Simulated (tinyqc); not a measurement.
Pariser-Parr-Pople SCF with singles CI, for the molecule C=Cc1ccccc1 (SMILES; centres numbered as the heavy atoms are written), step by step. One step of it, computed by the program tinyqc.

Task: Iteration 2: orbitals and new P. Diagonalise F (the basis is taken as orthonormal) and form P = 2 sum c c over the lowest orbitals; 0.3 of the old P is kept.

F (eV), lower triangle:
```
           1C         2C         3C         4C         5C         6C         7C         8C
1C  -5.595000
2C  -5.684125  -5.595000
3C   0.000000  -3.606249  -5.595000
4C   0.424819   0.000000  -4.522638  -5.595000
5C   0.000000   0.078162   0.000000  -4.751706  -5.595000
6C  -0.250077   0.000000   0.721778   0.000000  -4.680266  -5.595000
7C   0.000000   0.064871   0.000000   0.756163   0.000000  -4.686731  -5.595000
8C   0.559205   0.000000  -4.524567   0.000000   0.751288   0.000000  -4.742489  -5.595000
```

pi electrons, sum of z_r less the charge = 8

P after iteration 1, lower triangle:
```
           1C         2C         3C         4C         5C        6C        7C        8C
1C   1.000000
2C   0.925052   1.000000
3C   0.000000   0.375016   1.000000
4C  -0.231447   0.000000   0.617379   1.000000
5C   0.000000  -0.042593   0.000000   0.678327   1.000000
6C   0.180972   0.000000  -0.309179   0.000000   0.659150  1.000000
7C   0.000000  -0.035356   0.000000  -0.323925   0.000000  0.660997  1.000000
8C  -0.239539   0.000000   0.618165   0.000000  -0.321814  0.000000  0.675887  1.000000
```

Give: orbital energies; P after iteration 2.

Result:

orbital energies (eV): -14.5217  -12.4355  -11.0966  -10.1402  -1.0498  -0.0934  1.2455  3.3317

P after iteration 2, lower triangle:
```
         1C       2C       3C       4C       5C      6C      7C      8C
1C   1.0000
2C   0.9333   1.0000
3C   0.0000   0.3553   1.0000
4C  -0.2181   0.0000   0.6218   1.0000
5C   0.0000  -0.0393   0.0000   0.6780   1.0000
6C   0.1672   0.0000  -0.3131   0.0000   0.6594  1.0000
7C   0.0000  -0.0285   0.0000  -0.3256   0.0000  0.6626  1.0000
8C  -0.2303   0.0000   0.6235   0.0000  -0.3225  0.0000  0.6739  1.0000
```
